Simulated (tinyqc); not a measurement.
# p-n heterojunction, non-linear Poisson equation by Newton steps, Fermi-Dirac statistics: effect of the acceptor density of material 1

One dimension, material 1 (p-type) at x < 0 and material 2 (n-type) at x > 0. Band edges: Ec = -psi in material 1 and -psi + dEc in material 2, Ev = Ec - Eg. Flat quasi-Fermi levels: 0 for holes, +V for electrons. n = Nc F((EFn - Ec)/Vt), p = Nv F((Ev - EFp)/Vt), with F(eta) = F_1/2(eta) = (2/sqrt(pi)) int_0^infinity sqrt(u) du/(1 + exp(u - eta)) (Fermi-Dirac statistics); full ionisation, no interface charge, classical densities; the doping types are chosen for the exercise.

Exact first integral: on each side D^2/(2 eps0 er) = G, G = q [Vt (nI_j - nI_b) + Vt (pI_j - pI_b) - C (psi_j - psi_b)], with C = -N1 or +N2, b the neutral end of that side, and nI, pI the densities with F_1/2 replaced by F_3/2(eta) = (4/(3 sqrt(pi))) int_0^infinity u^(3/2) du/(1 + exp(u - eta)). D is continuous, so er1 G1(psi_j) = er2 G2(psi_j) fixes psi_j. Ends from Nv1 F((-psi_L - Eg1)/Vt) = N1 and Nc2 F((V + psi_R - dEc)/Vt) = N2. D is counted positive when psi rises towards material 2. Depletion (Anderson) capacitance C^2 = q eps0 er1 er2 N1 N2/(2 (er1 N1 + er2 N2)(psi_R - psi_L)). -dD/dV is the change of the displacement at the interface with both quasi-Fermi levels flat; it is the terminal capacitance only while neither side holds an inversion layer. n_j and p_j are densities at the interface.

Values chosen for this exercise; band and dielectric values close to those of CdTe and CdS:
```
symbol,value,unit,meaning
T,350,K,temperature
Eg1,1.48,eV,band gap of material 1
er1,10.3,,relative permittivity of material 1
Nc1,1.01e18,cm^-3,conduction-band density of states of material 1
Nv1,2.31e19,cm^-3,valence-band density of states of material 1
Eg2,2.44,eV,band gap of material 2
er2,9.05,,relative permittivity of material 2
Nc2,2.75e18,cm^-3,conduction-band density of states of material 2
Nv2,2.31e19,cm^-3,valence-band density of states of material 2
dEc,-0.11,eV,conduction-band offset Ec2 - Ec1
N2,1.6e16,cm^-3,donor density of material 2
V,0,V,bias of side 1 against side 2
```

Constants: q = 1.602176634e-19 C, kB = 1.380649e-23 J/K, Vt = kB T/q, eps0 = 8.8541878128e-14 F/cm where lengths are in cm. Results are converted to the units shown.

Results:

| N1 (cm^-3) | psi_R - psi_L (V) | psi_j - psi_L (V) | psi_R - psi_j (V) | D/q (cm^-2) | n_j in 1 (cm^-3) | p_j in 2 (cm^-3) | -dD/dV (nF/cm^2) | depletion C (nF/cm^2) |
|---|---|---|---|---|---|---|---|---|
| 2e16 | 1.002 | 0.4189 | 0.5832 | 2.975e11 | 6.134e5 | 7.274e-6 | 25.31 | 24.53 |
| 4.7e16 | 1.028 | 0.2529 | 0.7750 | 3.453e11 | 1063 | 0.004196 | 28.58 | 27.73 |
| 1.1e17 | 1.054 | 0.1425 | 0.9111 | 3.755e11 | 11.66 | 0.3827 | 30.25 | 29.40 |
| 2.6e17 | 1.080 | 0.08051 | 0.9991 | 3.938e11 | 0.6302 | 7.080 | 30.77 | 30.04 |
| 6.1e17 | 1.106 | 0.04774 | 1.058 | 4.055e11 | 0.09013 | 49.51 | 30.72 | 30.13 |
| 1.4e18 | 1.131 | 0.02982 | 1.101 | 4.140e11 | 0.02142 | 208.3 | 30.48 | 29.99 |
| 8e18 | 1.187 | 0.01230 | 1.174 | 4.279e11 | 0.001897 | 2353 | 29.79 | 29.40 |

Estimate the missing row, N1 = 3.4e18 cm^-3.

Computed row:

| N1 (cm^-3) | psi_R - psi_L (V) | psi_j - psi_L (V) | psi_R - psi_j (V) | D/q (cm^-2) | n_j in 1 (cm^-3) | p_j in 2 (cm^-3) | -dD/dV (nF/cm^2) | depletion C (nF/cm^2) |
|---|---|---|---|---|---|---|---|---|
| 3.4e18 | 1.159 | 0.01867 | 1.140 | 4.214e11 | 0.005911 | 754.8 | 30.14 | 29.71 |

With this row back in the table: As N1 goes from 2e16 to 8e18, the total bending rises from 1.00 to 1.19 V and the sheet charge D/q rises from 2.98e11 to 4.28e11 cm^-2; the share of the bending in material 1 falls from 41.8 to 1.04 %. The capacitance departs most from the depletion formula at N1 = 2e16, where it is 3.2 % above it.

Numbers from tinyqc (`OMP_NUM_THREADS=1 python tinyqc.py 2040096 2040097 out.jsonl`; about 0.2 s on one thread of a shared Intel Xeon 2.30GHz).
